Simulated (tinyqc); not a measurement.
Hydrogen passivation of interface dangling bonds: competing passivation and dissociation with distributed barriers: one step, computed by the program tinyqc. Command: `OMP_NUM_THREADS=1 python tinyqc.py 3022379 3022380 out.jsonl passiv walk`. One thread of a shared host (Intel(R) Xeon(R) Processor @ 2.30GHz), about 0.02 s of CPU time with the checks.

P_b + H2 gives P_bH + H at the rate k_f [H2]; P_bH gives P_b + H at the rate k_d. All defects start unpassivated. E_f and E_d are Gaussian and independent.

Task: Single barriers. [H2] = solubility factor x p; a = k_f0 [H2] exp(-E_f/(k_B T)), d = k_d0 exp(-E_d/(k_B T)). For one pair of barriers the active share is y = [d + a exp(-(a + d) t)]/(a + d). Temperatures in kelvin are T(C) + 273.15.

Inputs (values chosen for the exercise, close to those used for P_b centres at the silicon-oxide interface):
```
quantity                                      value          unit
passivation prefactor k_f0                  1.6e-07        cm^3/s
mean passivation barrier E_f                   1.54            eV
spread sigma_f                                0.078            eV
dissociation prefactor k_d0                   1e+12           1/s
mean dissociation barrier E_d                  2.72            eV
spread sigma_d                                0.086            eV
H2 in the oxide per atm, solubility factor    4e+17  1/(cm^3 atm)
hydrogen pressure p                               1           atm
anneal temperature T                            225             C
anneal time t                                   140             s
```

Constants: k_B = 8.617333262e-05 eV/K.

Give: passivation rate a; dissociation rate d; a t; steady active share d/(a + d); active share, single barriers.

Result:

passivation rate a = 1.683e-05 1/s

dissociation rate d = 3.032e-16 1/s

a t = 0.002356

steady active share d/(a + d) = 1.802e-11

active share, single barriers = 0.9976

The anneal is too short or cold to finish.
